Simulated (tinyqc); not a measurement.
Inside a calculation: six-band Luttinger-Kohn model with strain. Values are carried at full precision from step to step, so a last printed digit may differ when a step is redone from the rounded ones.

Constants: hbar^2/2m0 = 3.80998211 eV angstrom^2.

Parameters, chosen for this exercise (near those of Si; shifted at random, so the results belong to these values and not to a real crystal): C11 = 162.5 GPa; C12 = 62.9 GPa; C44 = 78.5 GPa; load = uniaxial [111] (kind of stress); X = 0.31 GPa (stress); Dso = 0.042 eV (spin-orbit splitting); g1 = 4.33 (Luttinger gamma1); g2 = 0.34 (gamma2); g3 = 1.45 (gamma3); av = 2.59 eV (valence hydrostatic potential); b = -2.11 eV (tetragonal shear potential); d = -5.04 eV (trigonal shear potential); k = (-0.002, 0.039, 0) 1/angstrom (wave vector); kmax = 0.08 1/angstrom (end of the path).

## Strain from a uniaxial [111] stress

s11 = (C11 + C12)/((C11 - C12)(C11 + 2 C12)), s12 = -C12/((C11 - C12)(C11 + 2 C12)), s44 = 1/C44; exx = s11 sxx + s12 (syy + szz) and cyclic, exy = s44 sxy/2; tension is positive. A uniaxial stress X along the unit vector n is s_ij = X n_i n_j.

s11, s12, s44 (1/TPa): 7.8496  -2.1905  12.7389

strain tensor:
```
          x         y         z
x  0.000358  0.000658  0.000658
y  0.000658  0.000358  0.000658
z  0.000658  0.000658  0.000358
```

The volume changes by +0.108 %; there is shear in the cubic axes, so d enters.

## The terms P, Q, R, S at one k

P = c g1 k^2 - av tr(e); Q = c g2 (kx^2 + ky^2 - 2 kz^2) - (b/2)(exx + eyy - 2 ezz); R = c sqrt3 [-g2 (kx^2 - ky^2) + 2i g3 kx ky] + (sqrt3/2) b (exx - eyy) - i d exy; S = 2 c sqrt3 g3 (kx - i ky) kz - d (exz - i eyz); c = hbar^2/2m0, e the strain tensor (not engineering shear).

Form the four terms.

Terms (eV):
```
term            from k       from strain
P              0.02516          -0.00278
Q              0.00198           0.00000
R     0.00340-0.00149i          0.00332i
S              0.00000  0.00332-0.00332i
```

## The Hamiltonian

Six-band Luttinger-Kohn model in the basis |3/2,3/2>, |3/2,1/2>, |3/2,-1/2>, |3/2,-3/2>, |1/2,1/2>, |1/2,-1/2>, electron energies, zero at the top of the unstrained valence band. H = -[rows: (P+Q, -S, R, 0, -S/r2, r2 R); (-S*, P-Q, 0, R, -r2 Q, r32 S); (R*, 0, P-Q, S, r32 S*, r2 Q); (0, R*, S*, P+Q, -r2 R*, -S*/r2); (-S*/r2, -r2 Q, r32 S, -r2 R, P+Dso, 0); (r2 R*, r32 S*, r2 Q, -S/r2, 0, P+Dso)], r2 = sqrt(2), r32 = sqrt(3/2). Levels are twofold.

Each term is the sum of its two parts.

H(k) (eV), lower triangle (Hermitian):
```
                  3/2,3/2          3/2,1/2         3/2,-1/2        3/2,-3/2  1/2,1/2  1/2,-1/2
3/2,3/2           -0.0243
3/2,1/2    0.0033+0.0033i          -0.0204
3/2,-1/2  -0.0034+0.0018i                0          -0.0204
3/2,-3/2                0  -0.0034+0.0018i  -0.0033-0.0033i         -0.0243
1/2,1/2    0.0023+0.0023i           0.0028  -0.0041+0.0041i  0.0048+0.0026i  -0.0644
1/2,-1/2  -0.0048+0.0026i  -0.0041-0.0041i          -0.0028  0.0023-0.0023i        0   -0.0644
```

## Levels and their make-up

Diagonalise H. The weights add +m and -m and are averaged over each pair; m is taken along z.

levels from the top, each twofold (eV): -0.0155  -0.0272  -0.0664

weights:
```
               top  second  third
|3/2,+-3/2>  0.333   0.641  0.026
|3/2,+-1/2>  0.656   0.322  0.022
|1/2,+-1/2>  0.011   0.037  0.952
```

The top pair is 66 % |3/2,+-1/2>, the second pair is 64 % |3/2,+-3/2> and the third pair is 95 % |1/2,+-1/2>.

## Band edges at k = 0
Diagonalise H at k = 0. The weights add +m and -m (m along z) and are averaged over each pair.

edges from the top (eV): 0.0085  -0.0012  -0.0410

weights at k = 0:
```
               top  second  third
|3/2,+-3/2>  0.500   0.478  0.022
|3/2,+-1/2>  0.500   0.478  0.022
|1/2,+-1/2>  0.000   0.044  0.956
```

The stress splits the top two pairs by 9.8 meV, 0.38 times kT at 300 K (25.85 meV); the third lies 49.5 meV below the top, against Dso = 42 meV without stress.

## Hole masses at the edges

Curvature at k = 0: m/m0 = -2 c h^2/(E(h u) + E(-h u) - 2 E(0)) with h = 0.0002 1/angstrom along the unit vector u.

Hole masses (m0):
```
direction    top  second  third
[110]      0.347   0.205  0.191
[1-10]     0.173   0.264  0.292
[100]      0.231   0.231  0.231
[001]      0.231   0.231  0.231
```

Of the directions listed, the top pair is lightest along [1-10] (0.173) and heaviest along [110] (0.347). These masses hold only for hole energies well below the splitting of 10 meV.

## Bands along [110] and [001]

Six points from 0 to kmax in each direction.

Levels (eV):
```
direction  |k| (1/angstrom)      top   second    third  top, no stress  second, no stress
[110]                 0.000   0.0085  -0.0012  -0.0410          0.0000             0.0000
[110]                 0.016   0.0062  -0.0062  -0.0463         -0.0017            -0.0065
[110]                 0.032   0.0019  -0.0207  -0.0655         -0.0057            -0.0233
[110]                 0.048  -0.0024  -0.0415  -0.1037         -0.0104            -0.0450
[110]                 0.064  -0.0065  -0.0676  -0.1622         -0.0147            -0.0711
[110]                 0.080  -0.0105  -0.1001  -0.2398         -0.0188            -0.1034
[001]                 0.000   0.0085  -0.0012  -0.0410          0.0000             0.0000
[001]                 0.016   0.0044  -0.0055  -0.0452         -0.0036            -0.0049
[001]                 0.032  -0.0076  -0.0185  -0.0582         -0.0142            -0.0192
[001]                 0.048  -0.0265  -0.0404  -0.0807         -0.0320            -0.0421
[001]                 0.064  -0.0520  -0.0701  -0.1143         -0.0570            -0.0722
[001]                 0.080  -0.0844  -0.1061  -0.1599         -0.0890            -0.1082
```

## Checks

- Levels against the same model in the basis X, Y, Z times spin: they agree to 1e-10 or better.

Program tinyqc; command `OMP_NUM_THREADS=1 python tinyqc.py 1080872 1080873 out.jsonl`; about 0.1 s on one thread of a shared Intel(R) Xeon(R) Processor @ 2.30GHz.
